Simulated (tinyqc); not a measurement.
# Threshold-voltage variability of a planar MOSFET, analytic estimates: effect of the gate length

Three independent sources add in quadrature: random dopants in the depleted layer, metal-gate grains of two orientations, and roughness of the two gate edges acting through the roll-off VT = VT(long) - Vr exp(-L/l). These are first-order estimates: no three-dimensional electrostatics, no percolation.

ni = sqrt(Nc Nv) exp(-Eg/(2 Vt)), Eg in volts; Cox = 3.9 eps0/ti; Wd = sqrt(4 eps0 eps_r Vt ln(Na/ni)/(q Na)); dopants: s1 = (q/Cox) sqrt(Na Wd/(3 L W)). Grains: Ng = L W/G^2 (at least 1), s2 = dW sqrt(p (1 - p)/Ng). Edges, with exponential correlation and u = W/La: the mean gate length has sL^2 = 2 De^2 (2/u)[1 - (1 - exp(-u))/u]; s3 = sL (Vr/l) exp(-L/l). s = sqrt(s1^2 + s2^2 + s3^2). l and Vr are held fixed.

Values chosen for this exercise; material values close to those of silicon:
- T = 300 K (temperature)
- Eg = 1.14 eV (band gap)
- eps_r = 11.7 (relative permittivity of the semiconductor)
- Nc = 2.82e19 cm^-3 (conduction-band density of states at T)
- Nv = 2.69e19 cm^-3 (valence-band density of states at T)
- Na = 1.6e18 cm^-3 (channel doping)
- ti = 1 nm (oxide-equivalent thickness in inversion)
- W = 23 nm (gate width)
- G = 7 nm (metal grain size)
- dW = 0.2 eV (work-function difference of the two grain orientations)
- p = 0.6 (share of the orientation of higher work function)
- De = 1.2 nm (rms roughness of one gate edge)
- La = 30 nm (correlation length of the roughness)
- l = 3.7 nm (decay length of the threshold roll-off)
- Vr = 1.5 V (prefactor of the roll-off)

Constants: q = 1.602176634e-19 C, kB = 1.380649e-23 J/K, Vt = kB T/q, eps0 = 8.8541878128e-14 F/cm where lengths are in cm. Results are converted to the units shown.

Results:

| L (nm) | s1 (mV) | s2 (mV) | s3 (mV) | s (mV) | s sqrt(L W) (mV um) |
|---|---|---|---|---|---|
| 12 | 34.33 | 41.28 | 23.82 | 58.74 | 0.9758 |
| 14 | 31.78 | 38.22 | 13.88 | 51.61 | 0.9261 |
| 17 | 28.84 | 34.69 | 6.167 | 45.53 | 0.9003 |
| 25 | 23.78 | 28.60 | 0.7097 | 37.21 | 0.8921 |
| 30 | 21.71 | 26.11 | 0.1837 | 33.96 | 0.8920 |
| 37 | 19.55 | 23.51 | 0.02771 | 30.58 | 0.8920 |
| 44 | 17.93 | 21.56 | 0.004178 | 28.04 | 0.8920 |

Estimate the missing row, L = 21 nm.

Computed row:

| L (nm) | s1 (mV) | s2 (mV) | s3 (mV) | s (mV) | s sqrt(L W) (mV um) |
|---|---|---|---|---|---|
| 21 | 25.95 | 31.21 | 2.092 | 40.64 | 0.8932 |

With this row back in the table: As L goes from 12 to 44 nm, s falls from 58.7 to 28.0 mV. The grains are the largest source in the first and the last row. The product s sqrt(L W) falls from 0.976 to 0.892 mV um: s1 and s2 go as 1/sqrt(L W), so the change comes from s3 alone. For L = 12 to 25 nm the depletion depth exceeds L, so source and drain share much of the charge and s1 is rough.

Computed by the program tinyqc: `OMP_NUM_THREADS=1 python tinyqc.py 2090136 2090137 out.jsonl`, one thread of a shared Intel Xeon 2.30GHz, about 0.01 s for the whole run.
